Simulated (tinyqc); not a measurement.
Superjunction drift layer against a plain one, charge balance: one step of the calculation.

Alternating n and p pillars of equal width wp, doping N and length Lp. When depleted, the lateral field peaks at Ex = q N wp/(2 eps0 eps_r) at the pillar junctions and a uniform vertical field Ey is added; breakdown is taken where Ex^2 + Ey^2 = Ef^2. Only the n pillars conduct, narrowed by the zero-bias depletion. A first-order model: the field peaks at the pillar ends are left out.

Problem. Loss of breakdown voltage by imbalance. An imbalance dl leaves the mean net doping |dl| N/2, which tilts the vertical field by s = q |dl| N/(2 eps0 eps_r): BV(dl) = Ey Lp - s Lp^2/2, or Ey^2/(2 s) if the field reaches zero inside the pillar.

Parameters, values chosen for the exercise; values close to those of silicon:
```
symbol,value,unit,meaning
eps_r,11.5,,relative permittivity of the semiconductor
BV,340,V,wanted breakdown voltage
dl,-1.6,%,charge imbalance (Nn - Np)/N
```

Constants: q = 1.602176634e-19 C, eps0 = 8.8541878128e-14 F/cm where lengths are in cm. Results are converted to the units shown.

N = 3.8894447e15 cm^-3
Ey = 0.25805232 MV/cm
Lp = 13.175623 um

Give: tilt s; BV(dl); loss.

Solution.

tilt s = 0.4896 kV/(cm um)
BV(dl) = 335.8 V
loss = 1.250 %

tinyqc, about 0.01 s, one thread, Intel Xeon 2.30GHz (shared host): `OMP_NUM_THREADS=1 python tinyqc.py 2590013 2590014 out.jsonl`
